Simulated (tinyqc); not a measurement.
A particle near a wafer in liquid: double-layer and van der Waals forces (DLVO), deposition barrier and removal: one step, computed by the program tinyqc. Command: `OMP_NUM_THREADS=1 python tinyqc.py 3112463 3112464 out.jsonl dlvo walk`. One thread of a shared host (Intel(R) Xeon(R) Processor @ 2.30GHz), about 0.01 s of CPU time with the checks.

Sphere and flat wall, Derjaguin approximation, constant potentials in the linear-superposition form, no retardation and no hydration force.

Task: Critical salt concentration. The barrier height is zero when U = 0 and F = 0 together: kappa h = 1 and kappa = 6 Z/(e A), e = 2.718282 here; c follows from kappa^2, with the potentials held fixed.

Inputs (values chosen for the exercise, of the order of those for silica on silica in water): Hamaker constant A = 5.5e-21 J; salt concentration c = 0.00026 mol/L; temperature T = 293 K.

Z = 5.658704 pN

kappa = 0.05289937 1/nm

Give: critical kappa; critical concentration.

Result:

critical kappa = 2.271 1/nm

critical concentration = 0.4792 mol/L

Caution: kappa R is not large, so the Derjaguin approximation is only rough at gaps of the order of the Debye length.
